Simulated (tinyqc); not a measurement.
Extrapolating accelerated tests: lateral field, substrate current, probability of reaching the oxide barrier and hot-carrier lifetime of a silicon transistor (pseudo-two-dimensional and lucky-electron models). Computed by tinyqc, a small Python program. Command: `OMP_NUM_THREADS=1 python tinyqc.py 3003815 3003816 out.jsonl hotcar walk`. One thread of a shared host (Intel(R) Xeon(R) Processor @ 2.30GHz), about 0.01 s of CPU time with the checks.

Local-field models: a lucky carrier gains its energy at the peak field over a path free of collisions. Voltages are magnitudes.

Inputs (values chosen for the exercise, modelled on a silicon n-channel):

| quantity | value | unit |
|---|---|---|
| channel length L | 780 | nm |
| oxide thickness t | 21 | nm |
| junction depth x_j | 140 | nm |
| mobility mu | 380 | cm^2/(V s) |
| saturation velocity v_s | 0.84 | 1e7 cm/s |
| threshold voltage V_T | 0.65 | V |
| gate voltage V_G | 2.2 | V |
| drain voltage V_D | 4.5 | V |
| ionisation prefactor A_i | 2.1e+06 | 1/cm |
| ionisation field B_i | 1.73 | MV/cm |
| hot-carrier mean free path lambda | 7.9 | nm |
| oxide barrier phi_b | 3.1 | eV |
| interface-trap threshold phi_it | 3.8 | eV |
| lifetime constant H | 20 | s microampere/micrometre |

Drain: abrupt.

Constants: eps_0 = 8.8541878128e-12 F/m.

Method:
- C_ox = 3.9 eps_0/t; F_sat = 2 v_s/mu; V_Dsat = V_ov F_sat L/(V_ov + F_sat L), V_ov = V_G - V_T; I_D/W = C_ox v_s (V_ov - V_Dsat).
- Scale length l = 0.22 t^(1/3) x_j^(1/2) (all in cm); F_m = sqrt(((V_D - V_Dsat)/l_e)^2 + F_sat^2), with l_e = l; length of the velocity-saturated region l_e ln((V_D - V_Dsat)/(l_e F_sat) + F_m/F_sat).
- Substrate current I_sub/I_D = (A_i/B_i)(V_D - V_Dsat) exp(-B_i/F_m); probability of reaching the oxide barrier exp(-phi_b/(e lambda F_m)); lifetime tau = (H/(I_D/W)) exp(phi_it/(e lambda F_m)).
- V_10 solves tau = 3.156e8 s at the given V_G. The extrapolation fits ln(tau) against 1/V_D at 1, 1.08, 1.16 and 1.25 times the given V_D (rounded to 3 digits) by least squares and reads off the same tau.

V_Dsat = 1.06935 V

Stress points:

| V_D (V) | 1/V_D (1/V) | tau (s) |
|---|---|---|
| 4.50 | 0.22222 | 6.9081e+05 |
| 4.86 | 0.20576 | 1.7570e+05 |
| 5.22 | 0.19157 | 5.6389e+04 |
| 5.62 | 0.17794 | 1.9625e+04 |

ten-year drain voltage V_10 = 3.4657 V

V_10 from the 1/V_D extrapolation = 3.3487 V

The extrapolation is 117 mV below the true value: ln(tau) is nearly linear in 1/(V_D - V_Dsat), not in 1/V_D, so the straight line errs on the safe side when one extrapolates down. At V_10 the available energy e V_D is below phi_it, so the model understates the lifetime there.

Extremes, crossings and ranges named in words are read from the listed rows.
